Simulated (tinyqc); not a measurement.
Punch-through p+-n junction, ionisation integral and breakdown: two steps of the calculation.

A p+ layer at x < 0 and an n drift layer from x = 0 to L on an n+ substrate. Depletion approximation, built-in voltage neglected. Local ionisation coefficients alpha_n = an exp(-(bn/E)^mx), alpha_p = ap exp(-(bp/E)^mx). Electrons move towards +x, holes towards x = 0.

Parameters, values chosen for the exercise; material values close to those of gallium arsenide: relative permittivity eps_r = 12.7; prefactor of the electron ionisation coefficient an = 2.87e5 1/cm; field constant for electrons bn = 6.68e5 V/cm; prefactor of the hole ionisation coefficient ap = 2.24e5 1/cm; field constant for holes bp = 6.41e5 V/cm; exponent mx = 1.6; donor density of the drift layer N = 3.9e16 cm^-3; thickness of the drift layer L = 0.44 um; reverse voltage V = 14.3 V; share of the depleted width that the grid covers fr = 1.

Constants: q = 1.602176634e-19 C, eps0 = 8.8541878128e-14 F/cm where lengths are in cm. Results are converted to the units shown.

Problem 1. Field and ionisation coefficients on a grid. W = sqrt(2 eps0 eps_r V/(q N)), peak field E0 = q N W/(eps0 eps_r), falling linearly to 0 at W; if W > L the layer is punched through: W = L, E0 = V/L + q N L/(2 eps0 eps_r), falling linearly to E1 = V/L - q N L/(2 eps0 eps_r). Grid: 14 equal steps from 0 to fr W.

Wanted: W; x; E; alpha_n; alpha_p.

Solution 1.

W = 0.44000 um

```
point   x (um)  E (kV/cm)  alpha_n (1/cm)  alpha_p (1/cm)
0      0.00000     447.25           42924           37825
1      0.03143     429.78           37879           33648
2      0.06286     412.32           32965           29543
3      0.09429     394.86           28227           25549
4      0.12571     377.39           23717           21707
5      0.15714     359.93           19489           18062
6      0.18857     342.46           15596           14662
7      0.22000     325.00           12093           11555
8      0.25143     307.54          9025.2          8786.2
9      0.28286     290.07          6428.8          6395.7
10     0.31429     272.61          4323.2          4411.4
11     0.34571     255.14          2705.2          2844.3
12     0.37714     237.68          1544.7          1683.3
13     0.40857     220.22          783.72          891.87
14     0.44000     202.75          340.26          408.41
```

Problem 2. Ionisation integrals by the trapezoid rule. G(x) = integral from 0 to x of (alpha_n - alpha_p); I_n = integral of alpha_n exp(-G) (electrons injected at x = 0), I_p = integral of alpha_p exp(G(end) - G) (holes injected at the far edge); M = 1/(1 - I). All integrals by the trapezoid rule on the grid.

```
point      x (um)  alpha_n (1/cm)  alpha_p (1/cm)
0      0.00000000       42924.359       37825.452
1      0.03142857       37879.483       33647.526
2      0.06285714       32964.725       29542.968
3      0.09428571       28226.915       25548.939
4      0.12571429       23716.939       21706.904
5      0.15714286       19488.526       18062.011
6      0.18857143       15596.308       14661.890
7      0.22000000       12092.936       11554.689
8      0.25142857       9025.1562       8786.1617
9      0.28285714       6428.8357       6395.6997
10     0.31428571       4323.2276       4411.3578
11     0.34571429       2705.1938       2844.2620
12     0.37714286       1544.7233       1683.3232
13     0.40857143       783.71633       891.86939
14     0.44000000       340.25524       408.40886
```

Give: G; alpha_n exp(-G); I_n; I_p; M_n; M_p.

Solution 2.

```
point        G  alpha_n exp(-G) (1e4 1/cm)
0      0.00000                       4.292
1      0.01466                       3.733
2      0.02669                       3.210
3      0.03628                       2.722
4      0.04364                       2.270
5      0.04904                       1.856
6      0.05275                       1.479
7      0.05507                       1.145
8      0.05629                       0.853
9      0.05672                       0.607
10     0.05663                       0.409
11     0.05627                       0.256
12     0.05584                       0.146
13     0.05545                       0.074
14     0.05517                       0.032
```

I_n = 0.6575
I_p = 0.6381
M_n = 2.920
M_p = 2.763

Program tinyqc, `OMP_NUM_THREADS=1 python tinyqc.py 2120012 2120013 out.jsonl`; Intel Xeon 2.30GHz, shared host, one thread, about 0.05 s.
